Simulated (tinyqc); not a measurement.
Inside a calculation. Model: band bending at a free surface with a continuum of surface states, surface photovoltage and Kelvin probe.

tinyqc, about 0.01 s, one thread, Intel Xeon 2.30GHz (shared host): `OMP_NUM_THREADS=1 python tinyqc.py 2430152 2430153 out.jsonl` Printed values are rounded.

n-type bulk, xi = Ec - EF = Vt ln(Nc/Nd), p0 = ni^2/Nd, ni = sqrt(Nc Nv) exp(-Eg/(2 Vt)), Eg in volts. b is the upward band bending, u = b/Vt. Space charge per area, in units of q: Qc = sign(b) sqrt((2 eps0 eps_r Vt/q) [(Nd + dn)(exp(-u) - 1) + Nd u + (p0 + dn)(exp(u) - 1)]), with dn the excess density under light (flat quasi-Fermi levels; 0 in the dark). The states hold -Ds (E0 - xi - b): negative while the Fermi level lies above the neutrality level. Neutrality: Qc + Qf + (charge of the states) = 0.

Values chosen for this exercise; band and dielectric values close to those of silicon: temperature T = 300 K; band gap Eg = 1.11 eV; relative permittivity eps_r = 11.8; conduction-band density of states at T Nc = 2.83e19 cm^-3; valence-band density of states at T Nv = 2.66e19 cm^-3; electron affinity chi = 4 eV; donor density Nd = 6.5e17 cm^-3; fixed positive charge at the surface Qf = 0 cm^-2; work function of the probe tip pt = 4.97 eV; density of surface states Ds = 7.3e12 cm^-2 eV^-1; depth of their neutrality level below the conduction edge E0 = 0.39 eV; excess carrier density under light dn = 3.1e13 cm^-3.

Constants: q = 1.602176634e-19 C, kB = 1.380649e-23 J/K, Vt = kB T/q, eps0 = 8.8541878128e-14 F/cm where lengths are in cm. Results are converted to the units shown.

## Bulk quantities

xi, ni, p0, the Debye length sqrt(eps0 eps_r Vt/(q Nd)) and the flat-band work function chi + xi.

xi = 0.0975563 eV
ni = 1.30240e10 cm^-3
p0 = 260.961 cm^-3
Debye length = 5.09273 nm
chi + xi = 4.09756 eV

## Iteration 1: band bending in the dark

b at the start = 0.23 V

Newton step: b(new) = b - (Qc + Qf - Ds (E0 - xi - b))/(dQc/db + Ds), dQc/db = (eps0 eps_r/q) [Nd (1 - exp(-u)) + p0 exp(u)]/Qc.

b after iteration 1 = 0.148290 V

## Iteration 2: band bending in the dark

As before.

b after iteration 2 = 0.151188 V

## Course of the iteration

Stop when b changes by less than 1e-10 V, or after 40 iterations.

Course of the iteration:
```
iteration     b (V)  change (V)
1          0.148290      0.0817
2          0.151188     2.90e-3
3          0.151194     5.96e-6
4          0.151194    2.47e-11
```

Converged in 4 iterations.

## Work function and Kelvin-probe reading

converged b = 0.151194 V

Work function chi + xi + b; contact potential difference CPD = (work function of the sample) - pt. Depth of EF below Ec at the surface: xi + b. Depletion width Qc/Nd.

xi + b = 0.248751 eV
Qc = 1.03112e12 cm^-2
Qc/Nd = 15.8634 nm
work function = 4.24875 eV
CPD = -721.249 mV

The Fermi level lies 141 meV above the neutrality level.

## Surface photovoltage

Under chopped light the surface charge keeps its dark value, so b falls to bL with Qc(bL, dn) = Qc(b, 0); the photovoltage is b - bL. Qc rises with b, so bL follows by bisection.

bL = 0.150775 V
photovoltage = 0.419338 mV
share of b removed = 0.277350 %
excess holes at the surface, dn exp(bL/Vt) = 1.05747e16 cm^-3
